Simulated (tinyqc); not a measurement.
# Resonant-tunnelling diode, transfer matrices and Tsu-Esaki current: two studies

Emitter (band edge 0), barrier d1, well Lw, barrier d2, collector (edge -V). The bias drops linearly over these layers and none in the contacts; each layer is cut into ns equal slices, flat at the value of their centres. E is the energy of motion across the layers, C = hbar^2/(2 m0), psi and psi'/m are continuous. Transport is coherent, T(E) is taken as independent of the transverse momentum, and charge in the well is ignored.

Inputs (values chosen for the exercise); masses and offsets of a made-up heterostructure:

| symbol | value | unit | meaning |
|---|---|---|---|
| T | 300 | K | temperature |
| mw | 0.26 | m0 | mass in the well, spacer and contacts |
| U1 | 1 | eV | barrier height |
| m1 | 0.49 | m0 | barrier mass |
| d1 | 0.8 | nm | emitter barrier |
| Lw | 1.4 | nm | well width |
| d2 | 0.9 | nm | collector barrier |
| ns | 3 |  | slices in each layer |
| Ef | 0.15 | eV | Fermi energy of both contacts above their band edges |

Constants: q = 1.602176634e-19 C, kB = 1.380649e-23 J/K, hbar = 1.054571817e-34 J s, m0 = 9.1093837015e-31 kg, Vt = kB T/q, hbar^2/(2 m0) = 0.0380998212 eV nm^2. Results are converted to the units shown.

Each table varies one quantity; the others keep the values above.

## Current against voltage

For the pair (psi, psi'/m) a flat layer has M = [[cos kd, (m/k) sin kd], [-(k/m) sin kd, cos kd]] with k = sqrt(m (E - U)/C) above its edge U, and M = [[cosh Kd, (m/K) sinh Kd], [(K/m) sinh Kd, cosh Kd]] with K = sqrt(m (U - E)/C) below it. Later slices stand to the left. With M acting on (psi, psi'/m) and v = k/m in each lead, T(E) = 4 vL vR/[(vL vR M12 - M21)^2 + (vR M11 + vL M22)^2]. J = J0 times the integral over E > 0 of T(E) N(E), N = ln[(1 + exp((Ef - E)/Vt))/(1 + exp((Ef - V - E)/Vt))], J0 = q^2 mw m0 kB T/(2 pi^2 hbar^3) (times 1e-4 for A/cm^2 per eV). The integral is converged to the digits shown.

Result of one run:
```
V (V)	J (kA/cm^2)
0.273	779.8
```

What becomes of these results when the bias of the collector V is changed from 0.273 to 0.347 V, all else the same?

Result of the changed run:
```
V (V)	J (kA/cm^2)
0.347	1191
```

The whole series:
```
V (V)	J (kA/cm^2)
0.051	28.05
0.125	119.7
0.199	362.6
0.273	779.8
0.347	1191
0.421	1317
0.495	190.2
0.569	23.27
0.643	16.72
0.717	15.35
0.79	15.94
0.864	18.00
0.938	21.73
```

Among the rows the current peaks at 1320 kA/cm^2 at V = 0.421 V and falls to 15.3 kA/cm^2 at 0.717 V, a ratio of 85.8. At zero bias the resonance lies at 0.245 eV and the centre of the well takes the share 0.484 of the bias, so the level should reach the emitter band edge near V = 0.507 V; beyond that only the tail of the broadened level (width 3.15 meV at zero bias) and off-resonant tunnelling carry current. Without scattering and space charge the valley comes out far lower than in a real diode. In 8 of the 13 rows the bias alone exceeds 0.4 V, so electrons enter the collector far above its band edge, where real bands are no longer parabolic.

## Resonance against bias

The resonance is the first maximum of T(E) for E > 0, G its full width at half maximum. For a sharp resonance J = J0 (pi G/2) Tp N(Er), with Er the peak energy, Tp the peak transmission and G the full width at half maximum (in eV).

Results:
```
V (V)	Er (eV)	Tp	G (meV)	J (kA/cm^2)	one-resonance J (kA/cm^2)
0.051	0.2205	0.9564	3.075	28.05	27.32
0.114	0.1897	0.9925	3.005	99.05	98.06
0.177	0.1587	0.9982	2.954	269.4	271.0
0.241	0.1270	0.9681	2.919	585.7	594.9
0.304	0.09567	0.8978	2.898	967.6	985.4
0.431	0.03182	0.5877	2.854	1289	1313
```

Estimate the missing row, V = 0.367 V.

Computed row:
```
V (V)	Er (eV)	Tp	G (meV)	J (kA/cm^2)	one-resonance J (kA/cm^2)
0.367	0.06409	0.7797	2.883	1267	1290
```

With this row back in the table: Er falls from 0.220 to 0.0318 eV, by 0.496 eV a volt, against the share 0.484 of the bias at the centre of the well. Tp goes from 0.956 through a maximum of 0.998 (at V = 0.177 V among the rows listed) to 0.588: the bias lowers the thicker collector barrier towards a match with the emitter barrier. The one-resonance current is 2.6 % below the full integral in the first row and 1.8 % above it in the last. In 1 of the 7 rows the bias alone exceeds 0.4 V, so electrons enter the collector far above its band edge, where real bands are no longer parabolic.

tinyqc, about 0.2 s, one thread, Intel Xeon 2.30GHz (shared host): `OMP_NUM_THREADS=1 python tinyqc.py 2600020 2600021 out.jsonl`
